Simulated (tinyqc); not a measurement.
## Voltage drop against the resistance from a pad node to the supply

A grid of 17 by 17 nodes with segments Rx (rows) and Ry (columns); every node draws I1 and the central node kh I1; pads with resistance Rp sit at the nodes whose row and column are multiples of the pitch, counting from 0. The drops u = Vdd - V follow from G u = i, with G the conductance matrix and i the load currents, solved directly. Here the pitch is 8.

Parameters, values chosen for the exercise:
```
symbol  value  unit                                   meaning
Vdd      0.75     V                            supply voltage
Rx       0.16   ohm        resistance of a horizontal segment
Ry       0.39   ohm          resistance of a vertical segment
kh          8              factor on the load at the hot node
I1        0.2    mA  load current of a node in the large grid
```

Result of one run:
```
pads  worst drop (mV)  mean drop (mV)  largest drop at a pad (mV)  largest pad current (mA)  worst drop over Vdd (%)
9               3.247           2.927                       2.493                     8.905                   0.4329
```

Which resistance from a pad node to the supply Rp gave this result: 0.069, 0.28, 0.55, 2.2 or 4.4 ohm?

Rp = 0.28 ohm.

The whole series:
columns A: Rp (ohm); B: pads; C: worst drop (mV); D: mean drop (mV); E: largest drop at a pad (mV); F: largest pad current (mA); G: worst drop over Vdd (%)
```
A      B      C      D       E      F       G
0.069  9  1.753  1.480  0.7534  10.92  0.2338
0.14   9  2.269  1.975   1.390  9.929  0.3026
0.28   9  3.247  2.927   2.493  8.905  0.4329
0.55   9  5.076  4.733   4.428  8.051  0.6769
1.1    9  8.737  8.375   8.166  7.424   1.165
2.2    9  16.00  15.63   15.48  7.036   2.133
4.4    9  30.49  30.11   29.99  6.817   4.065
```

The worst drop rises from 1.75 to 30.5 mV and the mean drop rises from 1.48 to 30.1 mV. The worst drop goes as Rp^(0.36) between the first two rows and Rp^(0.93) between the last two. The central node is itself a pad.

tinyqc, about 0.1 s, one thread, Intel Xeon 2.30GHz (shared host): `OMP_NUM_THREADS=1 python tinyqc.py 2770101 2770102 out.jsonl`
